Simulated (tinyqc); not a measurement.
What each parameter does: shallow donor in an anisotropic valley (effective-mass theory).

One valley: H = -c [(d2/dx2 + d2/dy2)/mt + (d2/dz2)/ml] - q/(eps r), c = hbar^2/2m0, q = e^2/(4 pi eps0). Trial function exp(-sqrt((x^2 + y^2)/a^2 + z^2/b^2)) with a > b: T = (c/3)(2/(mt a^2) + 1/(ml b^2)), V = -(q/eps) atan(u/b)/u, u = sqrt(a^2 - b^2). The central cell of the impurity is left out.

Constants: hbar^2/2m0 = 3.80998211 eV angstrom^2; e^2/(4 pi eps0) = 14.39964547 eV angstrom.

Inputs chosen for the exercise (out of a larger set: near those of 3C SiC; not measured data): ml = 0.655 m0 (longitudinal mass); mt = 0.254 m0 (transverse mass); eps = 9.9 (dielectric constant).

The minimum of the trial energy.

Results for these values:
```
case  E (meV)  a (angstrom)  b (angstrom)    b/a
base   -47.02         17.13         12.24  0.715
```

What happens to each result for mt = 0.229 m0, all else kept?

Answer: E rises from -47.02 to -43.60; a rises from 17.13 to 18.65; b rises from 12.24 to 12.86; b/a falls from 0.715 to 0.689.

The same for each parameter in turn:
```
case           E (meV)  a (angstrom)  b (angstrom)    b/a
base            -47.02         17.13         12.24  0.715
ml = 0.524 m0   -44.16         17.84         13.80  0.773
mt = 0.229 m0   -43.60         18.65         12.86  0.689
eps = 10.9      -38.79         18.86         13.48  0.715
```

eps only rescales the solution (E as 1/eps^2, lengths as eps), so b/a depends on ml/mt alone.

Computed by tinyqc, a small Python program: `OMP_NUM_THREADS=1 python tinyqc.py 1281609 1281610 out.jsonl` (the numbers bound the seed that draws the inputs); one thread of a shared host (Intel(R) Xeon(R) Processor @ 2.30GHz), about 0.01 s for the whole set of steps.
